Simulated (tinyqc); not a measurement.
p-n diode with diffusion and depletion-layer recombination: one step of the calculation.

Abrupt junction in the depletion approximation, low injection, full ionisation, neutral widths fixed, ohmic contact on the p side. Vj is the junction voltage; where a series resistance Rs is given, V = Vj + J Rs is the terminal voltage.

Question. New Vj. Diffusion current alone: J = J0 (exp(Vj/Vt) - 1), g = Vj + J Rs - V, g' = 1 + Rs J0 exp(Vj/Vt)/Vt, Vj(new) = Vj - g/g'.

Values chosen for this exercise; band and dielectric values those of a made-up semiconductor:
- T = 300 K (temperature)
- Rs = 0.00071 ohm cm^2 (series resistance)
- V = 3.76 V (terminal voltage)

Constants: q = 1.602176634e-19 C, kB = 1.380649e-23 J/K, Vt = kB T/q. Results are converted to the units shown.

Vj after iteration 1 = 3.7377286 V
J0 = J0n + J0p = 1.5481085e-61 A/cm^2

Find: J; g; g'; Vj after iteration 2.

Answer.

J = 95.69 A/cm^2
g = 0.04567 V
g' = 3.628
Vj after iteration 2 = 3.725 V

Computed by the program tinyqc: `OMP_NUM_THREADS=1 python tinyqc.py 2260070 2260071 out.jsonl`, one thread of a shared Intel Xeon 2.30GHz, about 0.01 s for the whole run.
